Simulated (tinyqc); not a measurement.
Inside a calculation. Method: FCI on RHF in the 6-31g basis, for H3+, spin multiplicity 1. One step of it, computed by the program tinyqc.

Question. Integrals over molecular orbitals. (pq|rs) = sum C_ip C_jq C_kr C_ls (ij|kl), one index at a time.

coefficients C:
```
            MO1        MO2        MO3        MO4        MO5        MO6
1H 1s  0.276291   0.263232  -0.151977   0.726001   0.928149   0.535868
1H 2s  0.190501   0.962453  -0.555674  -0.552980  -1.237969  -0.714743
2H 1s  0.276291  -0.263232  -0.151977   0.726001  -0.928149   0.535868
2H 2s  0.190501  -0.962453  -0.555674  -0.552980   1.237969  -0.714743
3H 1s  0.276291   0.000000   0.303954   0.726002   0.000000  -1.071734
3H 2s  0.190501   0.000000   1.111347  -0.552982   0.000000   1.429484
```

core Hamiltonian H = T + V (hartree):
```
           1H 1s      1H 2s      2H 1s      2H 2s      3H 1s      3H 2s
1H 1s  -1.183968  -1.089245  -0.425661  -0.674665  -0.425662  -0.674666
1H 2s  -1.089245  -1.248736  -0.674665  -0.975547  -0.674666  -0.975547
2H 1s  -0.425661  -0.674665  -1.183968  -1.089245  -0.425662  -0.674666
2H 2s  -0.674665  -0.975547  -1.089245  -1.248736  -0.674666  -0.975547
3H 1s  -0.425662  -0.674666  -0.425662  -0.674666  -1.183968  -1.089245
3H 2s  -0.674666  -0.975547  -0.674666  -0.975547  -1.089245  -1.248736
```

Two-electron integrals (ij|kl) in chemists' order, unique and non-zero (hartree):
```
(11|11) 1.076566   (21|11) 0.578470   (21|21) 0.329423   (22|11) 0.587396
(22|21) 0.361304   (22|22) 0.453150   (31|11) 0.132174   (31|21) 0.078094
(31|22) 0.090307   (31|31) 0.027433   (32|11) 0.190065   (32|21) 0.119873
(32|22) 0.156607   (32|31) 0.046787   (32|32) 0.095823   (33|11) 0.459826
(33|21) 0.298012   (33|22) 0.411165   (33|31) 0.132174   (33|32) 0.302896
(33|33) 1.076566   (41|11) 0.302896   (41|21) 0.173888   (41|22) 0.193172
(41|31) 0.046787   (41|32) 0.074084   (41|33) 0.190065   (41|41) 0.095823
(42|11) 0.364666   (42|21) 0.227077   (42|22) 0.292839   (42|31) 0.068224
(42|32) 0.129443   (42|33) 0.364666   (42|41) 0.129443   (42|42) 0.213815
(43|11) 0.298012   (43|21) 0.191760   (43|22) 0.262842   (43|31) 0.078094
(43|32) 0.173888   (43|33) 0.578470   (43|41) 0.119873   (43|42) 0.227077
(43|43) 0.329423   (44|11) 0.411165   (44|21) 0.262842   (44|22) 0.361282
(44|31) 0.090307   (44|32) 0.193172   (44|33) 0.587396   (44|41) 0.156607
(44|42) 0.292839   (44|43) 0.361304   (44|44) 0.453150   (51|11) 0.132175
(51|21) 0.078094   (51|22) 0.090307   (51|31) 0.021707   (51|32) 0.035235
(51|33) 0.089580   (51|41) 0.043829   (51|42) 0.061928   (51|43) 0.057179
(51|44) 0.075870   (51|51) 0.027433   (52|11) 0.190065   (52|21) 0.119874
(52|22) 0.156607   (52|31) 0.035235   (52|32) 0.064817   (52|33) 0.172838
(52|41) 0.068570   (52|42) 0.112906   (52|43) 0.110378   (52|44) 0.148412
(52|51) 0.046787   (52|52) 0.095824   (53|11) 0.089580   (53|21) 0.057179
(53|22) 0.075870   (53|31) 0.021707   (53|32) 0.043829   (53|33) 0.132175
(53|41) 0.035235   (53|42) 0.061928   (53|43) 0.078094   (53|44) 0.090307
(53|51) 0.021707   (53|52) 0.043829   (53|53) 0.027433   (54|11) 0.172838
(54|21) 0.110378   (54|22) 0.148412   (54|31) 0.035235   (54|32) 0.068570
(54|33) 0.190065   (54|41) 0.064817   (54|42) 0.112906   (54|43) 0.119874
(54|44) 0.156607   (54|51) 0.043829   (54|52) 0.093796   (54|53) 0.046787
(54|54) 0.095824   (55|11) 0.459826   (55|21) 0.298012   (55|22) 0.411165
(55|31) 0.089579   (55|32) 0.172838   (55|33) 0.459826   (55|41) 0.172838
(55|42) 0.305294   (55|43) 0.298012   (55|44) 0.411165   (55|51) 0.132175
(55|52) 0.302896   (55|53) 0.132175   (55|54) 0.302896   (55|55) 1.076566
(61|11) 0.302896   (61|21) 0.173888   (61|22) 0.193172   (61|31) 0.043829
(61|32) 0.068570   (61|33) 0.172838   (61|41) 0.093796   (61|42) 0.125373
(61|43) 0.110378   (61|44) 0.148412   (61|51) 0.046787   (61|52) 0.074084
(61|53) 0.035235   (61|54) 0.068570   (61|55) 0.190065   (61|61) 0.095824
(62|11) 0.364667   (62|21) 0.227077   (62|22) 0.292839   (62|31) 0.061928
(62|32) 0.112906   (62|33) 0.305294   (62|41) 0.125373   (62|42) 0.201154
(62|43) 0.193764   (62|44) 0.261508   (62|51) 0.068224   (62|52) 0.129443
(62|53) 0.061928   (62|54) 0.125373   (62|55) 0.364667   (62|61) 0.129443
(62|62) 0.213815   (63|11) 0.172838   (63|21) 0.110378   (63|22) 0.148412
(63|31) 0.043829   (63|32) 0.093796   (63|33) 0.302896   (63|41) 0.068570
(63|42) 0.125373   (63|43) 0.173888   (63|44) 0.193172   (63|51) 0.035235
(63|52) 0.068570   (63|53) 0.046787   (63|54) 0.074084   (63|55) 0.190065
(63|61) 0.064817   (63|62) 0.112906   (63|63) 0.095824   (64|11) 0.305294
(64|21) 0.193764   (64|22) 0.261508   (64|31) 0.061928   (64|32) 0.125373
(64|33) 0.364667   (64|41) 0.112906   (64|42) 0.201154   (64|43) 0.227077
(64|44) 0.292839   (64|51) 0.061928   (64|52) 0.125373   (64|53) 0.068224
(64|54) 0.129443   (64|55) 0.364667   (64|61) 0.112906   (64|62) 0.201154
(64|63) 0.129443   (64|64) 0.213815   (65|11) 0.298012   (65|21) 0.191760
(65|22) 0.262842   (65|31) 0.057179   (65|32) 0.110378   (65|33) 0.298012
(65|41) 0.110378   (65|42) 0.193764   (65|43) 0.191760   (65|44) 0.262842
(65|51) 0.078094   (65|52) 0.173888   (65|53) 0.078094   (65|54) 0.173888
(65|55) 0.578470   (65|61) 0.119874   (65|62) 0.227077   (65|63) 0.119874
(65|64) 0.227077   (65|65) 0.329423   (66|11) 0.411165   (66|21) 0.262842
(66|22) 0.361282   (66|31) 0.075870   (66|32) 0.148412   (66|33) 0.411165
(66|41) 0.148412   (66|42) 0.261508   (66|43) 0.262842   (66|44) 0.361282
(66|51) 0.090307   (66|52) 0.193172   (66|53) 0.090307   (66|54) 0.193172
(66|55) 0.587396   (66|61) 0.156607   (66|62) 0.292839   (66|63) 0.156607
(66|64) 0.292839   (66|65) 0.361304   (66|66) 0.453150
```

Give: one-electron integrals over orbitals h = C^T H C; Two-electron integrals over orbitals.

Answer.

one-electron integrals over orbitals h = C^T H C (hartree):
```
         1        2        3        4        5        6
1  -1.5846   0.0000   0.0000  -0.1076   0.0000   0.0000
2   0.0000  -1.0313   0.0000   0.0000  -0.1900   0.0000
3   0.0000   0.0000  -1.0313   0.0000   0.0000   0.1900
4  -0.1076   0.0000   0.0000  -0.2797   0.0000   0.0000
5   0.0000  -0.1900   0.0000   0.0000  -0.2384   0.0000
6   0.0000   0.0000   0.1900   0.0000   0.0000  -0.2384
```

Two-electron integrals over orbitals (pq|rs), unique and non-zero (hartree):
```
(11|11) 0.5522      (21|21) 0.1043      (22|11) 0.4466      (22|22) 0.4361
(31|11) 9.90e-08    (31|22) -0.0535     (31|31) 0.1043      (32|21) -0.0535
(32|32) 0.0403      (33|11) 0.4466      (33|22) 0.3555      (33|31) 0.0535
(33|33) 0.4361      (41|11) 0.1076      (41|22) 0.0635      (41|31) 7.23e-08
(41|33) 0.0635      (41|41) 0.0613      (42|21) 0.0122      (42|32) -0.0070
(42|42) 0.0331      (43|11) 1.10e-07    (43|22) -0.0070     (43|31) 0.0122
(43|33) 0.0070      (43|41) 8.46e-08    (43|43) 0.0331      (44|11) 0.4424
(44|22) 0.3800      (44|31) 1.84e-07    (44|33) 0.3800      (44|41) 0.0688
(44|43) 7.77e-08    (44|44) 0.3859      (51|21) 0.0667      (51|32) -0.0370
(51|42) 0.0386      (51|51) 0.0752      (52|11) 0.1284      (52|22) 0.0965
(52|31) -0.0381     (52|33) 0.0631      (52|41) 0.0622      (52|43) -0.0203
(52|44) 0.0845      (52|52) 0.0963      (53|21) -0.0381     (53|32) 0.0167
(53|42) -0.0203     (53|51) -0.0402     (53|53) 0.0267      (54|21) 0.0978
(54|32) -0.0520     (54|42) 0.0185      (54|51) 0.0728      (54|53) -0.0413
(54|54) 0.1073      (55|11) 0.4919      (55|22) 0.4575      (55|31) -0.0723
(55|33) 0.3699      (55|41) 0.1021      (55|43) -0.0247     (55|44) 0.4156
(55|52) 0.1496      (55|55) 0.5362      (61|22) 0.0370      (61|31) -0.0667
(61|33) -0.0370     (61|41) -4.04e-08   (61|43) -0.0386     (61|44) -7.46e-08
(61|52) 0.0402      (61|55) 0.0648      (61|61) 0.0752      (62|21) 0.0381
(62|32) -0.0167     (62|42) 0.0203      (62|51) 0.0402      (62|53) -0.0251
(62|54) 0.0413      (62|62) 0.0267      (63|11) -0.1284     (63|22) -0.0631
(63|31) -0.0381     (63|33) -0.0965     (63|41) -0.0622     (63|43) -0.0203
(63|44) -0.0845     (63|52) -0.0445     (63|55) -0.0836     (63|61) 0.0402
(63|63) 0.0963      (64|11) -8.77e-08   (64|22) 0.0520      (64|31) -0.0978
(64|33) -0.0520     (64|41) -7.68e-08   (64|43) -0.0185     (64|44) -1.85e-07
(64|52) 0.0413      (64|55) 0.0800      (64|61) 0.0728      (64|63) 0.0413
(64|64) 0.1073      (65|21) 0.0723      (65|32) -0.0438     (65|42) 0.0247
(65|51) 0.0648      (65|53) -0.0330     (65|54) 0.0800      (65|62) 0.0330
(65|65) 0.0674      (66|11) 0.4919      (66|22) 0.3699      (66|31) 0.0723
(66|33) 0.4575      (66|41) 0.1021      (66|43) 0.0247      (66|44) 0.4156
(66|52) 0.0836      (66|55) 0.4013      (66|61) -0.0648     (66|63) -0.1496
(66|64) -0.0800     (66|66) 0.5362
```
